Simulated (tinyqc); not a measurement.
From lag of the centre back to wafer spacing s: thermal and gravitational stress in a wafer during furnace and rapid thermal processing, and the onset of slip. Computed by tinyqc, a small Python program. Command: `OMP_NUM_THREADS=1 python tinyqc.py 3025908 3025909 out.jsonl slip inv`. One thread of a shared host (Intel(R) Xeon(R) Processor @ 2.30GHz), about 0.01 s of CPU time with the checks.

A thin free disc in plane stress, isotropic; T(r) = T_centre + dT (r/R)^n with n = 2. Stress is positive in tension; sigma_SB = 5.670374419e-8 W/(m^2 K^4), g = 9.80665 m/s^2.

Inputs (values chosen for the exercise, modelled on silicon):
```
quantity                              value        unit
wafer radius R                          100          mm
thickness t                             725  micrometre
Young's modulus E                       151         GPa
expansion alpha                        4.15      1e-6/K
temperature T                          1400           K
prefactor A of the critical stress  0.00034         MPa
energy U of the critical stress        1.02          eV
density rho                            2330      kg/m^3
heat capacity c                         977    J/(kg K)
conductivity k                         23.2     W/(m K)
ramp rate                                32       K/min
```

Constants: k_B = 8.617333262e-05 eV/K.

Method. Critical resolved stress tau_c = A exp(U/(k_B T)), a form chosen for the exercise; slip when 0.492799 |s_tt(R)| > tau_c; allowed |dT| = tau_c (n + 2)/(0.492799 n alpha E). In a stack heated from the rim, heat flows inward by conduction and by radiation between wafers: k_eff = k + (16/3) sigma_SB T^3 s^2/t (a diffusion estimate with the spacing as path length). A steady ramp gives the parabolic lag dT = rho c (ramp) R^2/(4 k_eff); the allowed ramp uses n = 2.

Question. A run gave the result below. Find the wafer spacing s, known to lie between 5.6 and 19 mm.

lag of the centre = 20.51445 K

Answer.

Each step takes the trial c = (a f_b - b f_a)/(f_b - f_a), f being the result less the target and a, b, c the logarithms of the listed values; c replaces end b, the old b replaces a if the sign of f changed, and otherwise f_a is halved.

Scan of the range:
```
wafer spacing s (mm)  lag of the centre (K)
5.60                                51.3617
6.86                                39.3852
8.41                                29.1411
10.30                               20.9859
12.60                               14.8119
15.50                               10.1787
19.00                                6.9551
```

False position (Illinois rule, in the logarithm of the input) inside the bracket:
```
step    end a    end b    trial  lag of the centre (K)
1     10.3000  12.6000  10.4597                20.4492
2     10.3000  10.4597  10.4249                20.5646
3     10.4597  10.4249  10.4400                20.5144
4     10.4249  10.4400  10.4400                20.5144
5     10.4249  10.4400  10.4400                20.5145
6     10.4400  10.4400  10.4400                20.5145
```

lag of the centre falls at every point of a 13-point scan of the range (every second point is shown), so one value fits; it is bracketed by 10.3 and 12.6. Answer: wafer spacing s = 10.44 mm.
